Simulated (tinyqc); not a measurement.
Worked calculation: low-temperature mobility of a two-dimensional electron gas with static screening. Computed by tinyqc, a small Python program that keeps every step. Command: `OMP_NUM_THREADS=1 python tinyqc.py 3021842 3021843 out.jsonl twodeg walk`. One thread of a shared host (Intel(R) Xeon(R) Processor @ 2.30GHz), about 0.02 s of CPU time with the checks. Intermediate numbers are printed to about 5 digits and carried at full precision; extremes and crossings named in words are read from the listed rows.

One subband is filled, the gas is degenerate and scatters at the Fermi circle; one permittivity serves on both sides of the interface. All formulas are in SI units, masses times m_0. Piezoelectric and polar phonons are left out, and n_s is taken as set by a gate, independent of N_i.

Inputs (values chosen for the exercise, modelled on a strained silicon well):
```
quantity                                        value    unit
in-plane mass m                                  0.19     m_0
mass across the layer m_z                       0.898     m_0
permittivity eps                                 11.7       -
valley degeneracy g_v                               2       -
sheet density n_s                             3.3e+12  1/cm^2
depletion charge N_d                          2.1e+10  1/cm^2
roughness height Delta                           0.46      nm
correlation length Lambda                         8.2      nm
remote charge density N_i                     3.2e+11  1/cm^2
distance d of the charges from the interface       13      nm
density rho                                      2329  kg/m^3
sound velocity v_l                               9200     m/s
deformation potential D_A                         9.2      eV
temperature T                                      77       K
```

Wave function: Fang-Howard. Roughness spectrum: Gaussian.

Constants: m_0 = 9.1093837015e-31 kg; e = 1.602176634e-19 C; eps_0 = 8.8541878128e-12 F/m; hbar = 1.054571817e-34 J s; k_B = 1.380649e-23 J/K.

## Fermi circle, screening and layer thickness

k_F = sqrt(2 pi n_s/g_v); E_F = hbar^2 k_F^2/(2 m); q_TF = g_v m e^2/(2 pi eps eps_0 hbar^2); Fang-Howard parameter b = [12 m_z e^2 (N_d + 11 n_s/32)/(eps eps_0 hbar^2)]^(1/3), mean depth 3/b; effective field F = e (N_d + n_s/2)/(eps eps_0).

k_F = 0.32198 1/nm

E_F = 20.789 meV

q_TF = 1.2275 1/nm

b = 1.3621 1/nm

mean depth = 2.2025 nm

effective field F = 0.25844 MV/cm

q_TF/(2 k_F) = 1.91: screening is strong for back-scattering. Caution: k_B T exceeds a quarter of E_F, so scattering at the Fermi circle alone and zero-temperature screening are rough.

## The integrands at a few angles

Form factors with u = q/b: screening G(q) = [1 + 9u/8 + 3u^2/8]/(1 + u)^3, remote charge P(q) = exp(-q d)/(1 + u)^3. Dielectric function eps(q) = 1 + q_TF G(q)/q, with q = 2 k_F sin(theta/2). Roughness: <|U|^2> = (e F)^2 S(q), S = pi Delta^2 Lambda^2 exp(-q^2 Lambda^2/4). Remote charges: <|U|^2> = N_i [e^2 P(q)/(2 eps eps_0 q)]^2. The last two columns are (m/(pi hbar^3)) <|U|^2>/eps(q)^2.

Integrands (1e9/(s rad)):
```
theta (degrees)  q (1/nm)        G  eps(q)  roughness  remote charges
5                 0.02809  0.96257  43.065      19.15      6.7210e+02
15                0.08405  0.89477  14.067     161.55      1.2955e+02
30                0.16667  0.80863   6.955     466.47      1.1271e+01
60                0.32198  0.68089   3.596     487.34      1.1149e-01
90                0.45535  0.59691   2.609     162.02      2.0904e-03
135               0.59495  0.52694   2.087      21.53      3.2566e-05
180               0.64396  0.50576   1.964       8.76      7.5654e-06
```

## Interface roughness

1/tau_t = (m/(pi hbar^3)) int_0^pi (1 - cos theta) <|U|^2>/eps(q)^2 dtheta; the quantum rate 1/tau_q drops the factor (1 - cos theta); 200 Gauss-Legendre points in s with theta = pi s^2, s from 0 to 1; mu = e tau_t/m.

tau_t, roughness = 3.3997 ps

tau_q, roughness = 1.6296 ps

roughness mobility = 31471 cm^2/(V s)

tau_t/tau_q, roughness = 2.0862

k_F Lambda = 2.64.

## Remote charges

The formulas are those given above.

tau_t, charges = 546.17 ps

tau_q, charges = 6.1562 ps

remote-charge mobility = 5.0559e+06 cm^2/(V s)

tau_t/tau_q, charges = 88.718

With D = d + 3/b = 15.2 nm, k_F D = 4.89 and q_TF D = 18.66. When both are large, only small angles survive the factor exp(-2 q D) and tau_t/tau_q tends to (2 k_F D)^2, here 95.8, close to the computed ratio.

## Acoustic phonons

Unscreened deformation potential in equipartition: 1/tau = m D_A^2 k_B T I/(rho v_l^2 hbar^3), I = int |psi|^4 dz = 3 b/16 for the Fang-Howard function (used for both wave-function options); mu = e tau/m. Bloch-Grueneisen temperature T_BG = 2 hbar v_l k_F/k_B.

acoustic mobility = 20962 cm^2/(V s)

T_BG = 45.253 K

## All together

At the Fermi circle the rates add, so 1/mu is the sum; sheet resistance 1/(n_s e mu); mean free path hbar k_F mu/e; the quantum time adds the rates 1/tau_q, with the isotropic acoustic rate e/(m mu).

Mobilities:
```
process           mu (cm^2/(V s))  share of 1/mu (%)
roughness                   31471             39.879
remote charges         5.0559e+06            0.24823
acoustic phonons            20962             59.873
```

mobility mu = 12550 cm^2/(V s)

sheet resistance = 150.70 ohm

mean free path = 265.98 nm

Dingle ratio tau_t/tau_q = 1.6509

The largest single share of 1/mu (60 %) belongs to acoustic phonons: disorder is weak enough for lattice vibrations to show. The Dingle ratio of 1.65 marks mostly large-angle scattering.

Checks made by the program: angular integral against adaptive quadrature (relative difference below 1e-10).
